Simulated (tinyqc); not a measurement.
Ellipsometry and reflectance of a transparent film on an absorbing substrate: two steps of the calculation.

Air (index 1), film, substrate with N2 = n2 - i k2; time factor exp(+i w t). q_j = sqrt(N_j^2 - sin^2 th), root with positive real part. Fresnel coefficients r_s = (q_a - q_b)/(q_a + q_b), r_p = (N_b^2 q_a - N_a^2 q_b)/(N_b^2 q_a + N_a^2 q_b). tan(Psi) exp(i Delta) = R_p/R_s, Delta taken from 0 to 360 degrees.

Values chosen for this exercise; indices close to those of photoresist on silicon: wavelength lam = 800 nm; angle of incidence th = 70 degrees; index of the transparent film n1 = 1.648; film thickness d = 59 nm; index of the substrate n2 = 3.692; extinction coefficient of the substrate k2 = 0.0065.

Problem 1. Interface coefficients and thickness period. q0, q1, q2 and the coefficients r01 and r12 for p and s; the results repeat in d with the period lam/(2 q1).

Give: q0; q1; q2; r01,p; r01,s; r12,p; r12,s; period.

Solution 1.

q0 = 0.3420
q1 = 1.354
q2 = 3.570-0.007i
r01,p = -0.1862
r01,s = -0.5966
r12,p = 0.3111-0.0007i
r12,s = -0.4501+0.0008i
period = 295.5 nm

Problem 2. Psi, Delta and reflectances. beta = 2 pi d q1/lam, X = exp(-2 i beta), R = (r01 + r12 X)/(1 + r01 r12 X) for p and s.

q1 = 1.3538396
r01,p = -0.18615654
r01,s = -0.59664101
r12,p = 0.31107810-0.00074002i
r12,s = -0.45013492+0.00075054i

Find: beta; X; R_p; R_s; Psi; Delta; |R_p|^2; |R_s|^2.

Solution 2.

beta = 0.6273 rad
X = 0.3109-0.9505i
R_p = -0.1084-0.2952i
R_s = -0.7319+0.2226i
Psi = 22.34 degrees
Delta = 86.76 degrees
|R_p|^2 = 0.09889
|R_s|^2 = 0.5853

The bare substrate gives Psi = 9.129 and Delta = 179.67 degrees.

Computed by the program tinyqc: `OMP_NUM_THREADS=1 python tinyqc.py 2870223 2870224 out.jsonl`, one thread of a shared Intel Xeon 2.30GHz, about 0.2 s for the whole run.
